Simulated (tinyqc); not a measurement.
Koster-Slater impurity in a tight-binding band, by Green functions and by supercells: one step, computed by the program tinyqc.

One orbital per site, e(k) = -2 t sum cos(k_i) over 1 direction(s), band from -2 t to 2 t, lattice constant 1. One site has the extra energy U. Spin is left out.

Question. Scattering. T = U/(1 - U G0); phase shift delta = -arg(1 - U G0) in (-pi, pi]; host density of states -Im G0/pi; on the impurity -Im[G0/(1 - U G0)]/pi; lifetime of a band state hbar/(-2 c Im T).

Inputs (values chosen for the exercise, for a model band): impurity potential U = -0.992 eV; impurity concentration c = 0.0001 per site.

Lattice: chain.

G0(E + i eta) = -0.0012313-0.5750560i 1/eV

Constants: hbar = 6.582119569e-16 eV s.

Give: T matrix; phase shift delta; host density of states; density of states on the impurity; scattering lifetime.

Answer.

T matrix = -0.74891-0.42774i eV

phase shift delta = 0.51894 rad

host density of states = 0.18305 1/eV

density of states on the impurity = 0.13836 1/eV

scattering lifetime = 7694.0 fs

The Born approximation would take Im T = U^2 Im G0 = -0.566 eV, 1.32 times the full value.
